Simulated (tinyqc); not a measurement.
Worked calculation: Pariser-Parr-Pople SCF with singles CI, for the molecule C=Cc1ccccc1C=O (SMILES; centres numbered as the heavy atoms are written). Computed by tinyqc, a small Python program that keeps every step. Settings: charge = 0, gamma = Ohno, start = core, damping = 0.5, iteration cap = 60, excitations kept = 9. Command: `OMP_NUM_THREADS=1 python tinyqc.py 21637 21638 out.jsonl` (the two numbers bound the seeds that draw the settings). One thread of a shared host (Intel(R) Xeon(R) Processor @ 2.60GHz), about 0.02 s of CPU time with the checks.

Centres (angstrom, eV; a flat drawing with bonds scaled to 1.40 angstrom):

| centre | x | y | core charge z | W | gamma_rr |
|---|---|---|---|---|---|
| 1C | -2.242000 | -1.511000 | 1 | 11.160000 | 11.130000 |
| 2C | -0.894000 | -1.890000 | 1 | 11.160000 | 11.130000 |
| 3C | 0.107000 | -0.912000 | 1 | 11.160000 | 11.130000 |
| 4C | 1.455000 | -1.290000 | 1 | 11.160000 | 11.130000 |
| 5C | 2.457000 | -0.312000 | 1 | 11.160000 | 11.130000 |
| 6C | 2.111000 | 1.044000 | 1 | 11.160000 | 11.130000 |
| 7C | 0.763000 | 1.423000 | 1 | 11.160000 | 11.130000 |
| 8C | -0.239000 | 0.445000 | 1 | 11.160000 | 11.130000 |
| 9C | -1.586000 | 0.823000 | 1 | 11.160000 | 11.130000 |
| 10O | -1.933000 | 2.180000 | 1 | 17.700000 | 15.200000 |

Resonance integrals (eV):

| i | j | beta |
|---|---|---|
| 1 | 2 | -2.150000 |
| 2 | 3 | -2.150000 |
| 3 | 4 | -2.150000 |
| 4 | 5 | -2.150000 |
| 5 | 6 | -2.150000 |
| 6 | 7 | -2.150000 |
| 7 | 8 | -2.150000 |
| 8 | 9 | -2.150000 |
| 9 | 10 | -2.260000 |
| 8 | 3 | -2.150000 |

Stop when output and input P, before any damping, agree to 1e-7.

Course of the cycle:

| iteration | E (eV) | largest \|P(out) - P(in)\| |
|---|---|---|
| 1 | -112.37400660 | 1.73e+00 |
| 2 | -122.60266516 | 4.82e-01 |
| 3 | -128.31039007 | 3.19e-01 |
| 4 | -131.78271882 | 1.98e-01 |
| 5 | -133.81714113 | 1.23e-01 |
| 6 | -134.97890889 | 7.68e-02 |
| 7 | -135.63528577 | 5.83e-02 |
| 8 | -136.00583857 | 4.52e-02 |
| 9 | -136.21622621 | 3.48e-02 |
| 10 | -136.33689800 | 2.71e-02 |
| 11 | -136.40704790 | 2.14e-02 |
| ... | ... | ... |
| 50 | -136.51613232 | 2.59e-05 |
| 51 | -136.51613235 | 2.20e-05 |
| 52 | -136.51613237 | 1.86e-05 |
| 53 | -136.51613238 | 1.58e-05 |
| 54 | -136.51613239 | 1.34e-05 |
| 55 | -136.51613240 | 1.14e-05 |
| 56 | -136.51613241 | 9.63e-06 |
| 57 | -136.51613241 | 8.17e-06 |
| 58 | -136.51613241 | 6.93e-06 |
| 59 | -136.51613241 | 5.87e-06 |
| 60 | -136.51613242 | 4.98e-06 |

Can the last value be used, and what does the course show?

Not by the stop rule, although the second column moves by less than 1e-07 over the last three steps. Not converged within 60 iterations: the residual falls steadily but slowly, by a factor of about 0.85 a step. Reruns (cap 100 unless said): damping 0: converged in 40 (E = -136.51613); the original settings with a cap of 400: converged in 84 (E = -136.51613).
